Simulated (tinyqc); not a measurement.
p-type polysilicon, carrier trapping at grain boundaries: one step of the calculation.

One-dimensional grains of size Lg, uniform ionised doping N, monovalent traps Qt at each boundary at a depth Et below (for electrons) or above (for holes) the band edge there, abrupt depletion of width W on each side of a boundary, Boltzmann statistics. xi is the distance from the band edge at the grain centre to the Fermi level. Trapped charge Qt/(1 + exp((xi + VB - Et)/Vt)) = 2 N W, barrier VB = q N W^2/(2 eps0 eps_r).

Question. New W. Partly depleted grain, xi = Vt ln(NB/N): f = 1/(1 + exp((xi + VB - Et)/Vt)), g = Qt f - 2 N W, g' = -2 Qt f (1 - f) VB/(W Vt) - 2 N, W(new) = W - g/g'.

Inputs (values chosen for the exercise); values of the order met in polycrystalline silicon:
- T = 300 K (temperature)
- eps_r = 11.7 (relative permittivity)
- NB = 2.65e19 cm^-3 (valence-band density of states at T)
- Qt = 4.6e12 cm^-2 (trap density of a grain boundary)
- Et = 0.46 eV (depth of the trap level from the majority band edge at the boundary)
- N = 3.4e18 cm^-3 (doping)

Constants: q = 1.602176634e-19 C, kB = 1.380649e-23 J/K, Vt = kB T/q, eps0 = 8.8541878128e-14 F/cm where lengths are in cm. Results are converted to the units shown.

W at the start = 4.1 nm

Find: VB; f; g; g'; W after iteration 1.

Answer.

VB = 0.044197 V
f = 1.0000
g = 1.8120e12 cm^-2
g' = -6.8000e11 cm^-2/nm
W after iteration 1 = 6.7647 nm

Computed by the program tinyqc: `OMP_NUM_THREADS=1 python tinyqc.py 2830019 2830020 out.jsonl`, one thread of a shared Intel Xeon 2.30GHz, about 0.01 s for the whole run.
